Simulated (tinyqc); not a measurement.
Worked calculation: lattice vibrations of a chain. One step of it, computed by the program tinyqc.

Task: Dynamical matrix at q = 0.27. q is in units of 2 pi/a. A spring k from atom i to atom j, n cells on, adds k to Phi_ii and Phi_jj, -k exp(2 pi i q n) to Phi_ij and the conjugate to Phi_ji (for one atom a cell: 2k (1 - cos 2 pi q n)); D_ij = Phi_ij / sqrt(m_i m_j).

A chain moving along its axis:
```
atom   mass (u)  spring to the next atom (eV/angstrom^2)
1      5.400000                                 3.000000
2     30.800000                                13.800000
```

Give: D(q).

Result:

D(q) (eV/(angstrom^2 u)):
```
                 1                2
1           3.1111  -0.0985+1.0616i
2  -0.0985-1.0616i           0.5455
```
